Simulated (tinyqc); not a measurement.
Surface potential of a MOS transistor: implicit equation and explicit approximations: two steps of the calculation.

p-type body, charge-sheet picture, depletion and inversion only, full ionisation (an idealisation for deep acceptors), Boltzmann statistics (rough once Na exp(x - xn) passes about Nc/7). In units of Vt: xg = (Vg - Vfb)/Vt, x = psi/Vt, G = gamma/sqrt(Vt), xn = (2 phiF + Vc)/Vt. The implicit equation is (xg - x)^2 = G^2 [x - 1 + exp(x - xn)] for x above about 3. Cox = eps0 eox/tox.

Inputs (values chosen for the exercise); band and dielectric values those of a made-up semiconductor: temperature T = 300 K; relative permittivity of the gate insulator (close to silicon dioxide) eox = 3.9; insulator thickness tox = 21 nm; channel-body voltage Vc = 0.2 V.

Constants: q = 1.602176634e-19 C, kB = 1.380649e-23 J/K, Vt = kB T/q, eps0 = 8.8541878128e-14 F/cm where lengths are in cm. Results are converted to the units shown.

Problem 1. Explicit approximation. Depletion value a = 1 + [sqrt(G^2/4 + xg - 1) - G/2]^2; inversion value b = xn + ln[(xg - xn)^2/G^2 - xn + 1] and first guess y = min(a, b) - ln(1 + exp(-|a - b|)) if a > xn + 1, else b = y = a; one second-order correction with D = exp(y - xn), p = 2 (xg - y) + G^2 (1 + D), w = (xg - y)^2 - G^2 (y - 1 + D): z = y + 2 w/(p + sqrt(p^2 - 2 (2 - G^2 D) w)), or the Newton step z = y + w/p where the root is not real.

G = 5.0459285
xn = 44.307503
xg = 76.976637

Wanted: a; b; y; p; w; z.

Solution 1.

a = 43.92
b = 43.92
y = 43.92
p = 108.8
w = -17.27
z = 43.76

The root of the implicit equation is x = 43.7590; y misses it by 0.16 and z by -1.1e-4, in units of Vt.

Problem 2. Potential, charges and gate control. psi = Vt x; N_dep = Cox Vt G sqrt(x - 1)/q; N_inv = (Cox Vt G/q) [sqrt(x - 1 + exp(x - xn)) - sqrt(x - 1)]; dpsi/dVg = 1/[1 + G^2 (1 + exp(x - xn))/(2 (xg - x))].

converged x = 43.758960
G = 5.0459285
xn = 44.307503
xg = 76.976637

Give: psi; N_dep; N_inv; dpsi/dVg.

Solution 2.

psi = 1.131 V
N_dep = 8.755e11 cm^-2
N_inv = 5.895e9 cm^-2
dpsi/dVg = 0.6232

psi lies 0.55 Vt below 2 phiF + Vc.

tinyqc, about 0.01 s, one thread, Intel Xeon 2.30GHz (shared host): `OMP_NUM_THREADS=1 python tinyqc.py 2122233 2122234 out.jsonl`
